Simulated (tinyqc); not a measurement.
Dielectric confinement in a thin film (image charges): one step. Self-energy across the film. Five cases, with inputs chosen for the exercise.

Task: S at 2z/t = 0, 0.2, 0.4, 0.6, 0.8 and 0.9, summed to n = 399.

A film |z| < t/2 of dielectric constant eps between half-spaces of dielectric constant e2; lam = (eps - e2)/(eps + e2), q = e^2/(4 pi eps0). The self-energy of a band edge is taken with the high-frequency value, e2 = eh, and the field of a fixed ion with the static one, e2 = eo. A charge at z has images lam^|n| at n t + (-1)^n z. Its self-energy is S(z) = (q/2 eps) sum over n >= 1 of lam^n [1/(n t - 2z) + 1/(n t + 2z)] for odd n and 2 lam^n/(n t) for even n; at the centre S(0) = -(q/(eps t)) ln(1 - lam).

Constants: e^2/(4 pi eps0) = 14.39964547 eV angstrom.

Case 1.

Values chosen (out of a larger set: near those of a Si (100) film, two-fold valleys, between layers of HfO2; not measured data): t = 20 angstrom (film thickness); eps = 11.9 (dielectric constant of the film); eh = 4.1 (high-frequency dielectric constant outside).

Case 2.

Values chosen (out of a larger set: near those of a Ge film between layers of a low-k oxide; not measured data): t = 34 angstrom (film thickness); eps = 15.6 (dielectric constant of the film); eh = 2 (high-frequency dielectric constant outside).

Case 3.

Values chosen (out of a larger set: near those of an InGaAs film between layers of a low-k oxide; not measured data): t = 64 angstrom (film thickness); eps = 13.3 (dielectric constant of the film); eh = 2.1 (high-frequency dielectric constant outside).

Case 4.

Values chosen (out of a larger set: near those of an InGaAs film between layers of HfO2; not measured data): t = 56 angstrom (film thickness); eps = 13.4 (dielectric constant of the film); eh = 4.1 (high-frequency dielectric constant outside).

Case 5.

Values chosen (out of a larger set: near those of a Si (100) film, two-fold valleys, between layers of SiO2; not measured data): t = 70 angstrom (film thickness); eps = 12 (dielectric constant of the film); eh = 2.2 (high-frequency dielectric constant outside).

Give: Self-energy.

Result:

Case 1.

Self-energy:
```
2z/t  z (angstrom)  S (meV)
0.0            0.0    40.44
0.2            2.0    41.68
0.4            4.0    46.11
0.6            6.0    57.14
0.8            8.0    93.07
0.9            9.0   166.43
```

Case 2.

Self-energy:
```
2z/t  z (angstrom)  S (meV)
0.0            0.0    40.22
0.2            3.4    41.12
0.4            6.8    44.31
0.6           10.2    52.23
0.8           13.6    77.89
0.9           15.3   130.14
```

Case 3.

Self-energy:
```
2z/t  z (angstrom)  S (meV)
0.0            0.0    21.98
0.2            6.4    22.50
0.4           12.8    24.37
0.6           19.2    29.00
0.8           25.6    44.04
0.9           28.8    74.67
```

Case 4.

Self-energy:
```
2z/t  z (angstrom)  S (meV)
0.0            0.0    14.55
0.2            5.6    14.98
0.4           11.2    16.51
0.6           16.8    20.33
0.8           22.4    32.75
0.9           25.2    58.12
```

Case 5.

Self-energy:
```
2z/t  z (angstrom)  S (meV)
0.0            0.0    20.08
0.2            7.0    20.59
0.4           14.0    22.38
0.6           21.0    26.83
0.8           28.0    41.28
0.9           31.5    70.73
```

Towards the wall S diverges as (q lam/4 eps)/(distance), an artefact of the abrupt interface that the vanishing envelope makes harmless.

Computed by tinyqc, one run a case: `OMP_NUM_THREADS=1 python tinyqc.py N N+1 out.jsonl` with N = 1251713, 1251883, 1252140, 1252422, 1252511; one thread of a shared Intel(R) Xeon(R) Processor @ 2.30GHz, about 0.05 s a run at most.
